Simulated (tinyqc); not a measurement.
Three-level Kane dispersion of a narrow-gap semiconductor: one step. The three bands at one k. Two cases, with inputs chosen for the exercise.

Question. Expand the equation into E^3 + a2 E^2 + a1 E + a0 = 0 and give its roots; compare with the two-level form (Dso to infinity) E = Eg/2 +/- sqrt(Eg^2/4 + (2/3) P^2 k^2).

Zero of energy at Gamma8, c = hbar^2/2m0, P^2 = Ep c. The free-electron term and remote bands are left out, so the heavy holes are flat at E = 0 and the other three bands obey E (E - Eg)(E + Dso) = P^2 k^2 (E + 2 Dso/3). The conduction band is the highest root; its edge is Ec = max(Eg, 0).

Constants: hbar^2/2m0 = 3.80998211 eV angstrom^2.

Case 1.

Values chosen (near those of grey Sn; shifted at random, so the results belong to these values and not to a real crystal):
- Eg = -0.407 eV (E(Gamma6) - E(Gamma8))
- Dso = 0.77 eV (spin-orbit splitting)
- Ep = 23.2 eV (Kane energy)
- k = 0.035 1/angstrom (wave vector)

Case 2.

Values chosen (near those of InAs; shifted at random, so the results belong to these values and not to a real crystal):
- Eg = 0.397 eV (E(Gamma6) - E(Gamma8))
- Dso = 0.39 eV (spin-orbit splitting)
- Ep = 21.1 eV (Kane energy)
- k = 0.013 1/angstrom (wave vector)

Give: P^2 k^2; a2, a1, a0; roots; two-level form.

Answer.

Case 1.

P^2 k^2 = 0.108280 eV^2

a2, a1, a0: 1.177000  0.205110  -0.055584

roots (eV): -0.8661  -0.4527  0.1418

two-level form (eV): -0.5405  0.1335

The two-level form misses the highest root by -8.2 meV. The order is inverted: the band that would be the light hole curves upward from Gamma8 and touches the heavy holes, so there is no gap.

Case 2.

P^2 k^2 = 0.013586 eV^2

a2, a1, a0: -0.007000  -0.168416  -0.003532

roots (eV): -0.3959  -0.0210  0.4239

two-level form (eV): -0.0216  0.4186

The two-level form misses the highest root by -5.3 meV. The order is normal: Gamma6 forms the conduction band.

Computed by tinyqc, one run a case: `OMP_NUM_THREADS=1 python tinyqc.py N N+1 out.jsonl` with N = 1051094, 1051147; one thread of a shared Intel(R) Xeon(R) Processor @ 2.30GHz, about 0.01 s a run at most.
